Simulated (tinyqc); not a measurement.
Bandgap voltage reference from two bipolar transistors: effect of the area ratio of the second transistor.

Two transistors of area 1 and N carry the same current I. Is(T) = Is (T/T0)^eta exp[(Vg0 q/kB)(1/T0 - 1/T)], VBE1 = Vt ln(I/Is(T)) + I rb, VBE2 = Vt ln(I/(N Is(T))) + I rb/N. The amplifier forces I R1(T) = VBE1 - VBE2 + Vos, with R(T) = R (1 + tc (T - T0)) for both resistors, and the output is Vref = VBE1 + I R2(T). Base currents and the Early effect are neglected.

Vt = kB T/q; I = (Vt ln N + Vos)/(R1(T) - rb (1 - 1/N)). Box coefficient: span of Vref between 233 and 398 K over its average over T and over 165 K. The last column is the R2 that gives zero slope at T0.

Parameters, values chosen for the exercise; values of the order met in silicon bipolar transistors:
- T0 = 298 K (reference temperature)
- Vg0 = 1.182 V (band-gap voltage extrapolated to 0 K)
- eta = 3.9 (temperature exponent of the saturation current)
- Is = 9.9e-16 A (saturation current of the unit transistor at T0)
- R1 = 25 kohm (resistor across which the difference of VBE falls, at T0)
- tc = 800 ppm/K (temperature coefficient of both resistors)
- Vos = -0.4 mV (offset of the amplifier)
- rb = 0 ohm (series resistance of the unit transistor)
- R2 = 294.9 kohm (output resistor at T0)

Constants: q = 1.602176634e-19 C, kB = 1.380649e-23 J/K. Results are converted to the units shown.

Effect of the area ratio of the second transistor:
```
N    I at T0 (uA)  Vref at T0 (V)  slope at T0 (uV/K)  box coefficient (ppm/K)  R2 for zero slope (kohm)
2          0.6960          0.7284               -1775                     2569                      1038
4           1.408          0.9564               -1011                     1092                     506.4
8           2.120           1.177              -271.1                    242.9                     332.7
15          2.766           1.374               390.7                    273.5                     253.0
24          3.248           1.521               882.2                    566.1                     214.4
48          3.960           1.736                1604                    902.4                     174.7
100         4.714           1.963                2365                     1174                     145.9
```

What does the table show?

As N goes from 2 to 100, Vref rises from 0.7284 to 1.963 V and the box coefficient goes from 2570 through a minimum of 243 (at N = 8 among the rows listed) to 1170 ppm/K. A larger N needs a smaller R2/R1, which lowers the gain seen by offset and noise.

Computed by the program tinyqc: `OMP_NUM_THREADS=1 python tinyqc.py 2062004 2062005 out.jsonl`, one thread of a shared Intel Xeon 2.30GHz, about 0.02 s for the whole run.
